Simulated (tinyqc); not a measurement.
Q-state Potts model on a small periodic square lattice: enumeration, Metropolis, heat-bath and Wolff steps: one step, computed by the program tinyqc. Command: `OMP_NUM_THREADS=1 python tinyqc.py 3112335 3112336 out.jsonl potts walk`. One thread of a shared host (Intel(R) Xeon(R) Processor @ 2.30GHz), about 0.04 s of CPU time with the checks.

E = -J x (number of nearest-neighbour bonds with equal states); n x n sites with periodic edges have 2 n^2 bonds. Order parameter m = (q f - 1)/(q - 1), f being the largest share of one state. Sites are numbered row by row from 0. Here q = 3 and n = 3.

Task: Eight single-site steps. Site = floor(r1 n^2). Trial state = (old + 1 + floor(r2 (q - 1))) mod q; it is accepted if r3 < min(1, exp(K db)), db the change in equal bonds.

Inputs (values chosen for the exercise, for a model of domains or grain orientations): temperature T = 566 K.

Update: Metropolis.

start states:
$$\begin{pmatrix}
0 & 2 & 0 \\
1 & 0 & 2 \\
0 & 0 & 1
\end{pmatrix}$$

random numbers, one row a step:
$$\begin{pmatrix}
0.6243 & 0.8210 & 0.4999 \\
0.2061 & 0.0732 & 0.5471 \\
0.2639 & 0.3649 & 0.6799 \\
0.7099 & 0.9468 & 0.8206 \\
0.9139 & 0.6433 & 0.0721 \\
0.2695 & 0.3736 & 0.3091 \\
0.9274 & 0.1321 & 0.7837 \\
0.9219 & 0.8796 & 0.1614
\end{pmatrix}$$

K = 0.5945778

Give: the table «Steps» with the columns old, trial, db, acceptance, new; states afterwards.

Result:

Steps:
```
site  old  trial  db  acceptance  new
5       2      1   2      1.0000    1
1       2      0   4      1.0000    0
2       0      1   0      1.0000    1
6       0      2  -2      0.3045    0
8       1      0   0      1.0000    0
2       1      2  -1      0.5518    2
8       0      1  -1      0.5518    0
8       0      2  -1      0.5518    2
```

states afterwards:
$$\begin{pmatrix}
0 & 0 & 2 \\
1 & 0 & 1 \\
0 & 0 & 2
\end{pmatrix}$$
